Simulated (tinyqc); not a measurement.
Inside a calculation. Model: collinear exchange A + BC -> AB + C on a London-Eyring-Polanyi-Sato surface: saddle, string of images and rate. Computed by tinyqc, a small Python program that keeps every step. Command: `OMP_NUM_THREADS=1 python tinyqc.py 3113319 3113320 out.jsonl leps walk`. One thread of a shared host (Intel(R) Xeon(R) Processor @ 2.30GHz), about 0.06 s of CPU time with the checks. Intermediate numbers are printed to about 5 digits and carried at full precision; extremes and crossings named in words are read from the listed rows.

x = r(AB), y = r(BC), r(AC) = x + y. V is counted from separated atoms, the barrier from A + BC, that is V + D(BC).

Inputs (values chosen for the exercise, for a model exchange):

| quantity | value | unit |
|---|---|---|
| D(AB) | 4.58 | eV |
| r0(AB) | 1.34 | angstrom |
| beta(AB) | 1.6 | 1/angstrom |
| D(BC) | 4.87 | eV |
| r0(BC) | 1.5 | angstrom |
| beta(BC) | 1.89 | 1/angstrom |
| D(AC) | 4.04 | eV |
| r0(AC) | 1.35 | angstrom |
| beta(AC) | 1.41 | 1/angstrom |
| Sato parameter S | 0.1 | - |
| mass of A | 19 | u |
| mass of B | 19 | u |
| mass of C | 12 | u |
| temperature T | 500 | K |
| step of the string | 0.01 | angstrom^2/eV |

Constants: nu for 1 eV/(angstrom^2 u) = 15.6333042 THz; h x 1 THz = 4.135667696 meV; k_B = 1.380649e-23 J/K; u = 1.6605390666e-27 kg; k_B = 8.617333262e-05 eV/K.

## One point of the surface

For each pair, with u = exp(-beta (r - r0)): Q = D [(3 + S) u^2 - (2 + 6 S) u]/(4 (1 + S)), J = D [(1 + 3 S) u^2 - (6 + 2 S) u]/(4 (1 + S)); V = Q1 + Q2 + Q3 - sqrt(((J1 - J2)^2 + (J2 - J3)^2 + (J3 - J1)^2)/2). Take x = r0(AB) + 0.3 and y = r0(BC) + 0.1 angstrom.

Pair terms:

| pair | u | Q (eV) | J (eV) |
|---|---|---|---|
| AB | 0.61878 | -0.43913 | -3.4753 |
| BC | 0.82779 | -0.03102 | -4.6945 |
| AC | 0.06961 | -0.15238 | -0.3905 |

V = -4.4649 eV

## Relaxing the string

String of 9 images between the fixed ends (r0(AB) + 2, r0(BC)) and (r0(AB), r0(BC) + 2), started on the two straight legs through (r0(AB) + 0.3, r0(BC) + 0.3): each iteration moves the inner images by -step x gradient (central differences) and spaces them evenly again along the broken line (coordinates are kept between 0.2 and 8 angstrom); stop when no coordinate changes by more than 1e-5 angstrom, at most 400 iterations.

Course:

| iteration | highest inner image above A + BC (eV) | largest move (angstrom) |
|---|---|---|
| 1 | 0.71741 | 3.1059e-02 |
| 2 | 0.66684 | 2.8466e-02 |
| 3 | 0.62476 | 2.5351e-02 |
| 4 | 0.59049 | 2.1985e-02 |
| 5 | 0.56309 | 1.8601e-02 |
| 6 | 0.54155 | 1.5386e-02 |
| 7 | 0.52491 | 1.2473e-02 |
| ... | ... | ... |
| 51 | 0.48080 | 2.2686e-05 |
| 52 | 0.48079 | 1.9729e-05 |
| 53 | 0.48079 | 1.7157e-05 |
| 54 | 0.48078 | 1.4919e-05 |
| 55 | 0.48078 | 1.2972e-05 |
| 56 | 0.48078 | 1.1280e-05 |
| 57 | 0.48078 | 9.8072e-06 |

Images at the end:

| image | x (angstrom) | y (angstrom) | V + D(BC) (eV) |
|---|---|---|---|
| 0 | 3.3400 | 1.5000 | 0.02550 |
| 1 | 2.8804 | 1.5012 | 0.05403 |
| 2 | 2.4208 | 1.5050 | 0.11581 |
| 3 | 1.9619 | 1.5273 | 0.24621 |
| 4 | 1.5350 | 1.6931 | 0.48078 |
| 5 | 1.3697 | 2.1220 | 0.47939 |
| 6 | 1.3447 | 2.5808 | 0.37945 |
| 7 | 1.3410 | 3.0404 | 0.32850 |
| 8 | 1.3400 | 3.5000 | 0.30653 |

last move = 9.8072e-06 angstrom

Converged in 57 iterations.

## Saddle by Newton steps

From the highest inner image, z -> z - H^-1 g with gradient g and Hessian H by central differences, steps capped at 0.15 angstrom, 12 steps.

The first seven points:

| step | x | y | V + D(BC) (eV) | \|g\| (eV/angstrom) |
|---|---|---|---|---|
| 0 | 1.5350 | 1.6931 | 0.48078 | 4.8909e-01 |
| 1 | 1.4209 | 1.7905 | 0.52762 | 4.5205e-01 |
| 2 | 1.4120 | 1.8771 | 0.52440 | 9.0094e-02 |
| 3 | 1.4255 | 1.8524 | 0.52475 | 1.4537e-02 |
| 4 | 1.4250 | 1.8560 | 0.52476 | 1.2792e-04 |
| 5 | 1.4250 | 1.8560 | 0.52476 | 0 |
| 6 | 1.4250 | 1.8560 | 0.52476 | 0 |

saddle (x, y) (angstrom): 1.4250  1.8560

barrier = 0.52476 eV

Hessian (eV/angstrom^2):
```
        x      y
x  12.637  5.555
y   5.555  0.153
```

The highest image lies 44.0 meV below the saddle. Stretches at the saddle: AB 0.085, BC 0.356 angstrom, for a reaction energy D(BC) - D(AB) = +0.29 eV: a late barrier for an endothermic step.

## Frequencies at the saddle

Wilson matrix G = [[1/m_A + 1/m_B, -1/m_B], [-1/m_B, 1/m_B + 1/m_C]]; eigenvalues lambda of G H give nu = 15.6333042 THz x sqrt(|lambda|), the negative one being imaginary. Reactant: nu_BC from k = 2 D beta^2 and 1/m_B + 1/m_C. Skew angle: cos = sqrt(m_A m_C/((m_A + m_B)(m_B + m_C))).

imaginary frequency = 8.7059 THz

real frequency at the saddle = 16.220 THz

nu_BC = 34.002 THz

skew angle = 63.900 degrees

## Transition-state rate

One-dimensional rate constant without tunnelling, k = sqrt(k_B T/(2 pi mu)) [sinh(h nu_BC/(2 k_B T))/sinh(h nu_s/(2 k_B T))] exp(-barrier/(k_B T)) with mu = m_A (m_B + m_C)/(m_A + m_B + m_C); Wigner factor 1 + (h nu_i/(k_B T))^2/24; adiabatic barrier = barrier + h (nu_s - nu_BC)/2.

adiabatic barrier = 0.48799 eV

rate constant k = 0.34828 cm/s

Wigner factor = 1.0291

## Rate against temperature

The formulas are those given above.

Rates; the last column is k_B T^2 d ln k/dT:

| T (K) | k (cm/s) | Wigner factor | activation energy (eV) |
|---|---|---|---|
| 300 | 1.2526e-04 | 1.0808 | 0.50571 |
| 400 | 1.7276e-02 | 1.0455 | 0.51398 |
| 550 | 1.0514e+00 | 1.0240 | 0.52557 |
| 750 | 2.0952e+01 | 1.0129 | 0.53908 |
| 1000 | 1.7310e+02 | 1.0073 | 0.55383 |
| 1400 | 1.1206e+03 | 1.0037 | 0.57481 |
| 2000 | 4.8321e+03 | 1.0018 | 0.60364 |

The activation energy goes from 0.506 eV at 300 K, near the adiabatic barrier plus k_B T/2 (0.501), to 0.604 eV at 2000 K; the classical limit is the barrier plus k_B T/2 (0.611).

Checks made by the program: V for A far away against -D(BC) (relative difference below 1e-10).
